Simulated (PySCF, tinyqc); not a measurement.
Worked calculation: RHF in the sto-3g basis, for H4, spin multiplicity 1. The lowest restricted solution is unstable here: a spin-polarised one lies 0.1992 hartree lower (PySCF). One step of it, computed by the program tinyqc.

Question. Iteration 2: building the Fock matrix. J_ij = sum D_kl (ij|kl), K_ij = sum D_kl (ik|jl); F = H + J - 0.5 K; E = tr D H + tr D J / 2 - 0.25 tr D K + E_nn.

D after iteration 1, lower triangle:
```
,1H 1s,2H 1s,3H 1s,4H 1s
1H 1s,0.855269
2H 1s,0.855269,0.855269
3H 1s,-0.183594,-0.183594,0.855269
4H 1s,-0.183594,-0.183594,0.855269,0.855269
```

core Hamiltonian H = T + V (hartree), lower triangle:
```
,1H 1s,2H 1s,3H 1s,4H 1s
1H 1s,-1.339381
2H 1s,-0.407141,-1.339381
3H 1s,-0.350930,-0.135924,-1.339381
4H 1s,-0.135924,-0.350930,-0.407141,-1.339381
```

Two-electron integrals (ij|kl) in chemists' order, unique and non-zero (hartree):
```
i,j,k,l,(ij|kl)
1,1,1,1,0.774606
2,1,1,1,0.118022
2,1,2,1,0.028362
2,2,1,1,0.328150
2,2,2,1,0.118022
2,2,2,2,0.774606
3,1,1,1,0.098767
3,1,2,1,0.017561
3,1,2,2,0.055963
3,1,3,1,0.020566
3,2,1,1,0.026910
3,2,2,1,0.006818
3,2,2,2,0.029703
3,2,3,1,0.005917
3,2,3,2,0.002338
3,3,1,1,0.309889
3,3,2,1,0.062846
3,3,2,2,0.227898
3,3,3,1,0.098767
3,3,3,2,0.029703
3,3,3,3,0.774606
4,1,1,1,0.029703
4,1,2,1,0.006818
4,1,2,2,0.026910
4,1,3,1,0.005917
4,1,3,2,0.002286
4,1,3,3,0.026910
4,1,4,1,0.002338
4,2,1,1,0.055963
4,2,2,1,0.017561
4,2,2,2,0.098767
4,2,3,1,0.011629
4,2,3,2,0.005917
4,2,3,3,0.055963
4,2,4,1,0.005917
4,2,4,2,0.020566
4,3,1,1,0.062846
4,3,2,1,0.015031
4,3,2,2,0.062846
4,3,3,1,0.017561
4,3,3,2,0.006818
4,3,3,3,0.118022
4,3,4,1,0.006818
4,3,4,2,0.017561
4,3,4,3,0.028362
4,4,1,1,0.227898
4,4,2,1,0.062846
4,4,2,2,0.309889
4,4,3,1,0.055963
4,4,3,2,0.026910
4,4,3,3,0.328150
4,4,4,1,0.029703
4,4,4,2,0.098767
4,4,4,3,0.118022
4,4,4,4,0.774606
```

nuclear repulsion = 1.74854153 hartree

Give: Coulomb J; exchange K; Fock matrix F; total energy of this density.

Answer.

Coulomb J (hartree), lower triangle:
```
,1H 1s,2H 1s,3H 1s,4H 1s
1H 1s,1.6349
2H 1s,0.3657,1.6349
3H 1s,0.3086,0.1141,1.6349
4H 1s,0.1141,0.3086,0.3657,1.6349
```

exchange K (hartree), lower triangle:
```
,1H 1s,2H 1s,3H 1s,4H 1s
1H 1s,0.8622
2H 1s,0.4894,0.8622
3H 1s,0.1676,0.1158,0.8622
4H 1s,0.1158,0.1676,0.4894,0.8622
```

Fock matrix F (hartree), lower triangle:
```
,1H 1s,2H 1s,3H 1s,4H 1s
1H 1s,-0.1356
2H 1s,-0.2862,-0.1356
3H 1s,-0.1261,-0.0797,-0.1356
4H 1s,-0.0797,-0.1261,-0.2862,-0.1356
```

total energy of this density = -1.706044 hartree
